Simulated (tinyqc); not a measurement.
Equilibrium and kinetic segregation of a solute to boundaries and growing surfaces: one step, computed by the program tinyqc.

Task: Segregation at a growing surface. Two-state exchange during growth, dilute: jump up r_u = nu exp(-E_b/(k_B T_g)), jump back r_d = r_u exp(-E_s/(k_B T_g)), nu = 1e13 1/s. In the time 1/R of one monolayer the share carried up is p = [r_u/(r_u + r_d)] [1 - exp(-(r_u + r_d)/R)]; the tail decays as p^n, length -1/ln p monolayers; the equilibrium limit has p = r_u/(r_u + r_d).

Inputs (values chosen for the exercise, modelled on a solute in a copper line):
```
quantity                        value          unit
exchange barrier E_b             1.31            eV
surface segregation energy E_s   0.28            eV
growth temperature T_g            850             K
growth rate                       2.1  monolayers/s
```

Constants: k_B = 8.617333262e-05 eV/K.

Give: r_u; r_d; share carried up p; decay length.

Result:

r_u = 1.7093e+05 1/s

r_d = 3738.1 1/s

share carried up p = 0.97860

decay length = 46.224 monolayers

Exchange is fast against growth: the equilibrium regime, where heating shortens the tail.
